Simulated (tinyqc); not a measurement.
LDA (VWN5) atom on a uniform radial grid, spin-unpolarised, for Be(2+), step by step. Computed by tinyqc, a small Python program that keeps every step. Settings: Z = 4, points = 256, R = 4.9, functional = lda,vwn, mixing = 1.0, iteration cap = 78. Command: `OMP_NUM_THREADS=1 python tinyqc.py 31443 31444 out.jsonl` (the two numbers bound the seeds that draw the settings). One thread of a shared host (Intel(R) Xeon(R) Processor @ 2.60GHz), about 0.1 s of CPU time with the checks. Later iterations appear only in the table of the cycle.

## Iteration 1

Spherical atom on a uniform radial grid r_j = j h with h = R/(N + 1), h sum u^2 = 1 and integrals as h times sums, u(0) = u(R) = 0 (atomic units):
```
parameter           value
Z                       4
points N              256
R                4.900000
h                0.019066
mixing           1.000000
electrons in 1s         2
```

Three-point differences turn -u''/2 + [l(l+1)/2r^2 - Z/r + V] u = e u into a tridiagonal matrix (diagonal 1/h^2 + potential, off-diagonal -1/2h^2). D = sum f u^2; the Hartree potential y/r solves y'' = -D/r with y(0) = 0, y(R) = N_e; v_xc comes from rho = D/(4 pi r^2); E = sum f e - int D V + int D (V_H/2 + eps_xc); V(new) = V + mixing (V_H + v_xc - V).

eigenvalues (hartree): 1s -7.988401

Every 16th grid point:
```
r             V in     u(1s)         D       V_H       v_xc
0.305058  0.000000  1.440274  4.148776  5.287018  -1.593065
0.610117  0.000000  0.851230  1.449183  3.192233  -0.736295
0.915175  0.000000  0.377320  0.284741  2.178607  -0.346506
1.220233  0.000000  0.148669  0.044205  1.638471  -0.165798
1.525292  0.000000  0.054916  0.006032  1.311177  -0.080044
1.830350  0.000000  0.019474  0.000758  1.092683  -0.038547
2.135409  0.000000  0.006714  0.000090  0.936589  -0.018340
2.440467  0.000000  0.002267  0.000010  0.819515  -0.008587
2.745525  0.000000  0.000754  1.14e-06  0.728458  -0.003960
3.050584  0.000000  0.000248  1.23e-07  0.655612  -0.001804
3.355642  0.000000  0.000080  1.29e-08  0.596011  -0.000815
3.660700  0.000000  0.000026  1.35e-09  0.546344  -0.000366
3.965759  0.000000  0.000008  1.38e-10  0.504317  -0.000164
4.270817  0.000000  2.62e-06  1.37e-11  0.468294  -0.000073
4.575875  0.000000  7.64e-07         0  0.437075  -0.000031
4.880934  0.000000  3.55e-08         0  0.409758   0.000000
```

total energy = -13.27808596 hartree

## Iteration 2

As before.

eigenvalues (hartree): 1s -4.589058

Every 16th grid point:
```
r             V in     u(1s)         D       V_H       v_xc
0.305058  3.693953  1.361664  3.708259  4.963051  -1.536894
0.610117  2.455938  0.928922  1.725793  3.125852  -0.777703
0.915175  1.832100  0.495988  0.492008  2.167421  -0.409684
1.220233  1.472673  0.240711  0.115884  1.636733  -0.221522
1.525292  1.231133  0.111125  0.024697  1.310917  -0.121894
1.830350  1.054136  0.049778  0.004956  1.092645  -0.067698
2.135409  0.918248  0.021859  0.000956  0.936583  -0.037659
2.440467  0.810928  0.009465  0.000179  0.819514  -0.020865
2.745525  0.724498  0.004055  0.000033  0.728458  -0.011482
3.050584  0.653808  0.001724  0.000006  0.655612  -0.006272
3.355642  0.595196  0.000728  1.06e-06  0.596011  -0.003404
3.660700  0.545978  0.000305  1.87e-07  0.546344  -0.001837
3.965759  0.504154  0.000127  3.24e-08  0.504317  -0.000986
4.270817  0.468222  0.000052  5.37e-09  0.468294  -0.000521
4.575875  0.437044  0.000019  6.99e-10  0.437075  -0.000255
4.880934  0.409758  9.55e-07         0  0.409758  -0.000034
```

total energy = -13.41934050 hartree

## Convergence

Stop when input and output potentials agree to 1e-7.

Course of the cycle (hartree):
```
iteration             E      e(1s)  largest |V(out) - V(in)|
1          -13.27808596  -7.988401                  4.76e+00
2          -13.41934050  -4.589058                  5.83e-01
3          -13.42273049  -4.831023                  9.19e-02
4          -13.42281847  -4.791988                  1.48e-02
5          -13.42282074  -4.798247                  2.38e-03
6          -13.42282080  -4.797240                  3.83e-04
7          -13.42282080  -4.797402                  6.16e-05
8          -13.42282080  -4.797376                  9.91e-06
9          -13.42282080  -4.797380                  1.59e-06
10         -13.42282080  -4.797379                  2.56e-07
11         -13.42282080  -4.797380                  4.12e-08
```

Converged in 11 iterations. A uniform grid resolves the cusp poorly: for a bare nucleus this grid gives 1s at -7.98840 against -Z^2/2 = -8 hartree. Before convergence this energy mixes input and output and is not variational, so it may rise towards its limit.
